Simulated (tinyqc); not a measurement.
A six-terminal Hall bar with edge channels and a constriction, Landauer-Buettiker equations: two steps of the calculation.

Contacts 1 (source) and 4 (drain) end the bar; 2 and 3 lie on the upper edge, 6 and 5 on the lower edge, with a constriction between 2 and 3 (and between 6 and 5). Carriers run 1 to 2 to 3 to 4 to 5 to 6 to 1 in M channels. The constriction passes Tc from 2 to 3 and from 5 to 6, and turns M - Tc from 2 to 6 and from 5 to 3. Signs are those of positive carriers; V4 = 0.

Inputs (values chosen for the exercise): edge channels, spin counted singly M = 6; summed transmission of the constriction Tc = 3; current from contact 1 to contact 4 I = 2 nA.

Constants: q = 1.602176634e-19 C, h = 6.62607015e-34 J s. Results are converted to the units shown.

Task 1. Voltages. I_i = (q^2/h) [M V_i - sum_j T_ij V_j], with I_1 = I, V_4 = 0 and no current at 2, 3, 5, 6.

T_ij:
```
,1,2,3,4,5,6
1,0,0,0,0,0,6
2,6,0,0,0,0,0
3,0,3,0,0,3,0
4,0,0,6,0,0,0
5,0,0,0,6,0,0
6,0,3,0,0,3,0
```

Give: V.

Result 1.

```
contact,V (uV)
1,17.21
2,17.21
3,8.60
4,0.00
5,0.00
6,8.60
```

Task 2. Resistances. R(a,b) = (V_a - V_b)/I.

```
contact,V (uV)
1,17.208538
2,17.208538
3,8.604269
4,0.000000
5,0.000000
6,8.604269
```

Find: resistances.

Result 2.

resistances (kohm): R(1,4) 8.604, R(2,3) 4.302, R(2,6) 4.302, R(2,5) 8.604, R(3,6) 0.000

In units of h/q^2: R(1,4) = R(2,5) = 1/Tc, R(2,3) = 1/Tc - 1/M, R(2,6) = 1/M, R(3,6) = 2/M - 1/Tc.

Numbers from tinyqc (`OMP_NUM_THREADS=1 python tinyqc.py 2700133 2700134 out.jsonl`; about 0.01 s on one thread of a shared Intel Xeon 2.30GHz).
